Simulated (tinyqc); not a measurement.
Correction of a charged-defect supercell by a model charge and potential alignment (plane-averaged potentials): one step, computed by the program tinyqc. Command: `OMP_NUM_THREADS=1 python tinyqc.py 3111189 3111190 out.jsonl align walk`. One thread of a shared host (Intel(R) Xeon(R) Processor @ 2.30GHz), about 0.01 s of CPU time with the checks.

The "true" defect charge is (1 - x) q in a Gaussian of width sigma plus x q in one of width sigma_t, so the exact answer is known; the correction sees only a single model Gaussian of width sigma_m. A Gaussian of width s has the transform rho(G) = exp(-G^2 s^2/2), normalised to 1. A uniform background cancels q, so G = 0 is left out. Potentials are those felt by a unit positive charge. E_0 is the formation energy of the isolated defect, E_cell its value in the supercell, E_lat = E_iso - E_per of the model charge, C the true less the model potential far from the defect; the exact correction is E_0 - E_cell, and the error of a scheme is E_cell plus its correction less E_0.

Task: Alignment and corrected energy. Plane-averaged potential at distance z from the defect: V(z) = (4 pi q/(eps L^3)) (e^2/(4 pi eps_0 e)) sum_(m != 0) rho(G_m) cos(G_m z)/G_m^2, G_m = 2 pi m/L, |m| <= 40. C = difference at z = L/2; E_corr = E_cell + E_lat - q C. For charges that have died out at L/2, C = (2 pi q/(eps L^3)) (e^2/(4 pi eps_0 e)) (<s^2> - sigma_m^2), <s^2> = (1 - x) sigma^2 + x sigma_t^2.

Inputs (values chosen for the exercise, with screening close to that of SiO2): defect charge q = -2 e; dielectric constant eps = 3.88; edge of the cubic cell L = 13 angstrom; width sigma of the true defect charge = 1.1 angstrom; width sigma_m of the model charge = 0.91 angstrom; share x of the charge in a wide tail = 0.33; width sigma_t of the tail = 2.4 angstrom; formation energy of the isolated defect E_0 = 1.18 eV.

E_cell = -0.3249193 eV

E_lat = 1.584830 eV

point-charge value = 1.619987 eV

Constants: e^2/(4 pi eps_0) = 14.39964548 eV angstrom.

Give: alignment C; C, closed form; E_corr; error with alignment (rounded to 1e-4 meV); error without alignment; error with the point-charge term alone; error without correction.

Result:

alignment C = -0.0391 V

C, closed form = -0.0400 V

E_corr = 1.18 eV

error with alignment (rounded to 1e-4 meV) = 1.7546 meV

error without alignment = 79.9 meV

error with the point-charge term alone = 115 meV

error without correction = -1505 meV

Errors are measured against E_0. Alignment cuts the error of the model charge from 80 to 1.8 meV.
